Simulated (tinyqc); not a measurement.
Rectangular fin or nanosheet with a gate all round, subbands and threshold shift from confinement: one step of the calculation.

Undoped body with a flat potential across it, hard walls, transport along x. Three valley pairs (g = 2 each) with the longitudinal mass along x, y or z. Non-parabolicity enters the subband edges through E (1 + al E) = gamma, so E = 2 gamma/(1 + sqrt(1 + 4 al gamma)); motion within a subband is taken as parabolic with the band-edge mass. Energies are counted from the bulk band edge.

Task. Lowest subbands. gamma = C pi^2 [a^2/(my (t + dl)^2) + b^2/(mz (H + dl)^2)], C = hbar^2/(2 m0). List the 7 lowest, labelled by valley axis and quantum numbers, with degeneracy g and N_k: N_k = g sqrt(2 mx m0 kB T/(pi hbar^2)).

Inputs (values chosen for the exercise); masses close to those of silicon: temperature T = 400 K; longitudinal mass ml = 0.906 m0; transverse mass mt = 0.188 m0; non-parabolicity al = 0 1/eV; width (along y) t = 6.2 nm; widening of the box by penetration into the insulator dl = 0.3 nm; height (along z) H = 37.2 nm.

Constants: q = 1.602176634e-19 C, kB = 1.380649e-23 J/K, hbar = 1.054571817e-34 J s, m0 = 9.1093837015e-31 kg, hbar^2/(2 m0) = 0.0380998212 eV nm^2. Results are converted to the units shown.

Find: E_k; g; N_k.

Result.

```
subband	E_k (eV)	g	N_k (cm^-1)
y1,1	0.011246	2	4.6536e6
y1,2	0.015513	2	4.6536e6
y1,3	0.022625	2	4.6536e6
y1,4	0.032581	2	4.6536e6
y2,1	0.040716	2	4.6536e6
y2,2	0.044983	2	4.6536e6
y1,5	0.045382	2	4.6536e6
```

tinyqc, about 0.2 s, one thread, Intel Xeon 2.30GHz (shared host): `OMP_NUM_THREADS=1 python tinyqc.py 2350084 2350085 out.jsonl`
